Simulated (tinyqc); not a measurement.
# Square on-chip spiral inductor, lumped pi model: effects of single changes

Outer diameter do = di + 2 n wd + 2 (n - 1) sp, mean da = (do + di)/2, fill p = (do - di)/(do + di), length l = 4 n da. L = 2.34 mu0 n^2 da/(1 + 2.75 p), mu0 = 4 pi 1e-7 H/m. Rs = rho l/(wd delta (1 - exp(-th/delta))), delta = sqrt(rho/(pi f mu0)). Cs = n wd^2 eps0 eo/hu across the coil. At each end Cox = l wd eps0 eo/(2 ho) leads to the substrate branch Rsi = 2 rs he/(l wd) in parallel with Csi = l wd eps0 11.7/(2 he). With one end grounded Y = 1/(Rs + i w L) + i w Cs + 1/[1/(i w Cox) + 1/(1/Rsi + i w Csi)], w = 2 pi f; Q = -Im Y/Re Y. Eddy currents in neighbouring turns and in the substrate are left out.

Parameters, values chosen for the exercise; values of the order met in silicon radio-frequency processes:
- n = 6.5 (number of turns)
- wd = 10 um (line width)
- sp = 2 um (space between turns)
- di = 40 um (inner diameter)
- th = 3 um (metal thickness)
- rho = 1.9 uohm cm (metal resistivity)
- ho = 6.8 um (oxide below the coil)
- hu = 1 um (oxide between coil and underpass)
- eo = 3.9 (relative permittivity of the oxide)
- rs = 20 ohm cm (substrate resistivity)
- he = 50 um (effective spreading depth in the substrate)
- f = 7.4 GHz (frequency)

Constants: eps0 = 8.8541878128e-12 F/m. Results are converted to the units shown.

Each table varies one quantity; the others keep the values above.

## Quality factor against frequency

Apparent inductance Im(1/Y)/w; share of the loss Re(substrate branch)/Re Y.

Quality factor against frequency:
```
f (GHz)  Rs (ohm)  w L/Rs      Q  apparent inductance (nH)  loss in the substrate (%)
0.17        2.499   2.199  2.197                     5.146                   0.006430
0.28        2.684   3.372  3.365                     5.151                    0.03932
0.46        2.931   5.072  5.038                     5.164                     0.2435
0.74        3.249   7.361  7.186                     5.194                      1.339
1.2         3.685   10.52  9.579                     5.269                      6.589
2           4.318   14.97  10.57                     5.453                      24.82
3.3         5.177   20.60  8.267                     5.886                      53.52
5.3         6.283   27.26  4.732                     7.059                      75.15
8.7         7.843   35.85  1.145                     11.15                      87.81
```

What does the comparison show?

Q goes from 2.20 through a maximum of 10.6 (at f = 2 GHz among the rows listed) to 1.15; the exact peak is 10.6 at 1.82 GHz and Q reaches zero at the self-resonance, 10.2 GHz. The share of the substrate rises from 0.00643 to 87.8 %, and the apparent inductance ends at 2.17 times L. At the peak the substrate takes 20.3 % of the loss. For f = 8.7 the coil is longer than 0.15 of a wavelength in the oxide, where one lumped section is rough.

## Effect of the line width

Same model as above.

Peak Q and its frequency from a search over f; self-resonance where Im Y = 0; Q at the given f (negative beyond resonance).

Result of one run:
```
wd (um)  L (nH)  do (um)  peak Q  f of the peak (GHz)  self-resonance (GHz)  Q at f
9         4.955    179.0   10.47                2.048                 11.49   3.308
```

What becomes of these results when the line width wd is changed from 9 to 18 um, all else the same?

Result of the changed run:
```
wd (um)  L (nH)  do (um)  peak Q  f of the peak (GHz)  self-resonance (GHz)  Q at f
18        6.743    296.0   11.56                1.004                 4.928  -1.826
```

The whole series:
```
wd (um)  L (nH)  do (um)  peak Q  f of the peak (GHz)  self-resonance (GHz)   Q at f
2         3.914    88.00   8.411                12.15                 43.83    7.764
4         4.121    114.0   9.502                5.529                 25.30    9.164
6         4.423    140.0   9.952                3.316                 17.44    7.128
9         4.955    179.0   10.47                2.048                 11.49    3.308
13        5.729    231.0   11.04                1.387                 7.512  0.08903
18        6.743    296.0   11.56                1.004                 4.928   -1.826
25        8.200    387.0   12.05               0.7286                 3.064   -2.961
```

As wd goes from 2 to 25, L rises from 3.91 to 8.20 nH, the peak Q rises from 8.41 to 12.1, its frequency falls from 12.2 to 0.729 GHz and the self-resonance falls from 43.8 to 3.06 GHz.

Program tinyqc, `OMP_NUM_THREADS=1 python tinyqc.py 2302089 2302090 out.jsonl`; Intel Xeon 2.30GHz, shared host, one thread, about 0.01 s.
